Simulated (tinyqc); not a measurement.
From results back to parameters: carrier statistics of a doped semiconductor with parabolic bands. Three cases, with inputs chosen for the exercise.

Problem. With Boltzmann statistics and no minority carriers, n (n + NA)/(ND - NA - n) = K(T) = (N(T)/2) exp(-E/kB T), E the ionisation energy of the majority dopant and N = 2 (m kB T/(4 pi c))^(3/2) with c = hbar^2/2m0, in 1/angstrom^3; times 1e24 for 1/cm^3, m = m_d. The density below was computed from a hidden E.

Constants: hbar^2/2m0 = 3.80998211 eV angstrom^2; kB = 8.617333262e-05 eV/K.

Find: K(Ta); E.

Method. The left side gives K; then E = kB T ln(N/(2 K)).

Case 1.

Values chosen (near those of Ge; the results hold for these values, not for the real material): ND = 1.5e+15 1/cm^3 (donors); NA = 1.7e+12 1/cm^3 (acceptors); m_d = 0.551 m0 (density-of-states mass of the majority band); Ta = 18 K.

n(Ta) = 1.9942e+14 1/cm^3

Solution.

K(Ta) = 3.09e+13 1/cm^3
E = 0.0121 eV

Case 2.

Values chosen (near those of GaAs; the results hold for these values, not for the real material): ND = 3.8e+14 1/cm^3 (donors); NA = 4.6e+12 1/cm^3 (acceptors); m_d = 0.068 m0 (density-of-states mass of the majority band); Ta = 10 K.

n(Ta) = 1.8600e+13 1/cm^3

Solution.

K(Ta) = 1.21e+12 1/cm^3
E = 0.0060 eV

Case 3.

Values chosen (near those of SiC; the results hold for these values, not for the real material): ND = 1.8e+17 1/cm^3 (donors); NA = 3e+16 1/cm^3 (acceptors); m_d = 0.8 m0 (density-of-states mass of the majority band); Ta = 69 K.

n(Ta) = 2.0361e+14 1/cm^3

Solution.

K(Ta) = 4.11e+13 1/cm^3
E = 0.0600 eV

Computed by tinyqc, one run a case: `OMP_NUM_THREADS=1 python tinyqc.py N N+1 out.jsonl` with N = 1680181, 1680293, 1680349; one thread of a shared Intel(R) Xeon(R) Processor @ 2.30GHz, about 0.01 s a run at most.
